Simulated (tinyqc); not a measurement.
Inside a calculation: WKB tunnelling through a gate dielectric with a two-band (Franz) dispersion. Values are carried at full precision from step to step, so a last printed digit may differ when a step is redone from the rounded ones.

Constants: hbar^2/2m0 = 3.80998211 eV angstrom^2.

Values chosen for the exercise (of the size used for SiO2 on silicon; not measured data):
```
symbol  value  unit      meaning
phi     2.99   eV        barrier above the electron energy at the emitter
t       10     angstrom  thickness
V       4.2    V         voltage across the layer
Eg      8.9    eV        gap of the dielectric
m       0.48   m0        mass at the conduction edge
```

## Shape of the barrier

Field V/t (1 V/angstrom = 100 MV/cm), the end of the forbidden region x_e = min(t, phi t/V), and u there.

field = 42.00 MV/cm
x_e = 7.12 angstrom
u(x_e) = 0.000 eV

V >= phi: a triangle, Fowler-Nordheim tunnelling into the conduction band of the dielectric. This field is near or beyond what SiO2 bears for long; the numbers are an exercise.

## Decay constant through the layer

At depth x the conduction edge lies u(x) = phi - V x/t above the electron. Parabolic: kappa = sqrt(m u/c). Franz: kappa = sqrt(m u (1 - u/Eg)/c), which vanishes at both band edges. c = hbar^2/2m0. T = exp(-2 integral of kappa dx) over the region u > 0; no image force, no prefactor, zero transverse momentum. The region ends at x_e = min(t, phi t/V); x_e < t is the Fowler-Nordheim regime.

Nine points x = j x_e/8.

kappa (1/angstrom):
```
x (angstrom)  u (eV)  parabolic   Franz
0.000         2.9900     0.6138  0.5001
0.890         2.6162     0.5741  0.4824
1.780         2.2425     0.5315  0.4597
2.670         1.8687     0.4852  0.4313
3.560         1.4950     0.4340  0.3959
4.449         1.1213     0.3758  0.3514
5.339         0.7475     0.3069  0.2937
6.229         0.3738     0.2170  0.2124
7.119         0.0000     0.0000  0.0000
```

At the emitter the Franz value is 18.5 % below the parabolic one, the factor sqrt(1 - phi/Eg).

## The integrals by Simpson's rule

Weights 1, 4, 2, 4, 2, 4, 2, 4, 1 times a third of the spacing.

integral of kappa dx: parabolic 2.897, Franz 2.583

## The integrals in closed form

Parabolic: (2/3) sqrt(m/c) (t/V) (phi^(3/2) - u_e^(3/2)). Franz: sqrt(m/c) Eg^(3/2) (t/V) (f(phi/Eg) - f(u_e/Eg)) with f(y) = ((2y - 1) sqrt(y (1 - y)) + arcsin(sqrt y))/4. u_e = max(phi - V, 0). T = exp(-2 I).

integral of kappa dx: parabolic 2.9129, Franz 2.5989

T: parabolic 0.00295, Franz 0.00553

The two-band dispersion raises T by a factor 1.87.

## Checks

- Franz integral in closed form against adaptive quadrature: both 2.59891.

Run: tinyqc, `OMP_NUM_THREADS=1 python tinyqc.py 1482458 1482459 out.jsonl`; Intel(R) Xeon(R) Processor @ 2.30GHz, one thread, shared host; about 0.01 s of CPU time with all checks.
